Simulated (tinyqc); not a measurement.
Blur against noise: chemically amplified photoresist: aerial image, acid generation, bake, development and line width. Computed by tinyqc, a small Python program. Command: `OMP_NUM_THREADS=1 python tinyqc.py 3000018 3000019 out.jsonl resist walk`. One thread of a shared host (Intel(R) Xeon(R) Processor @ 2.30GHz), about 0.03 s of CPU time with the checks.

Lines and spaces of pitch p with a two-beam-like image; x = 0 is the middle of the bright space. The resist is positive and treated as uniform in depth.

Inputs (values chosen for the exercise, for a model resist at 13.5 nm): pitch p = 38 nm; image contrast c = 0.54; mean dose E = 19 mJ/cm^2; Dill parameter C = 0.02 cm^2/mJ; bake time t = 45 s; photon energy = 91.84 eV; absorption coefficient alpha = 4.2 1/um.

Method:
- Dose E(x) = E [1 + c cos(2 pi x/p)]; acid h = 1 - exp(-C E(x)).
- Bake: the acid image is blurred by a Gaussian of variance sigma^2 = 2 D t (each Fourier term k of h, taken on 64 points, is multiplied by exp(-4 pi^2 k^2 D t/p^2)).
- For each sigma the edge is held at x = p/4; N is taken at the mean dose; edge noise = (dh/d ln E)/(sqrt(N V) |dh/dx|), both derivatives taken of the blurred acid, V = (2 sqrt(pi) sigma)^3, N = E alpha/(photon energy), 1 mJ/cm^2 = 62.41509 eV/nm^2.

Trade-off:
```
sigma/p  sigma (nm)  blur factor  photons in V  edge noise (nm)
0.02           0.76      0.99214    1.0605e+00           10.943
0.04           1.52      0.96891    8.4841e+00            3.943
0.07           2.66      0.90781    4.5470e+01            1.798
0.10           3.80      0.82087    1.3256e+02            1.151
0.14           5.32      0.67917    3.6376e+02            0.830
0.18           6.84      0.52753    7.7311e+02            0.728
0.22           8.36      0.38467    1.4115e+03            0.737
0.27          10.26      0.23717    2.6093e+03            0.878
0.33          12.54      0.11653    4.7640e+03            1.323
```

What does the comparison show, and why?

The noise is least near sigma/p = 0.18 among these rows. More diffusion averages over more photons (noise falls as sigma^(-3/2)) until it erases the image slope (factor exp(-2 pi^2 sigma^2/p^2)); for a pure cosine the two balance at sigma/p = sqrt(3/8)/pi = 0.195. Caution: for a film thinner than the blur the noise falls as 1/sigma only, and the optimum moves to sigma/p = 1/(2 pi) = 0.159. Caution: rows with under about ten photons in V are beyond a Gaussian noise estimate.

Extremes, crossings and ranges named in words are read from the listed rows.
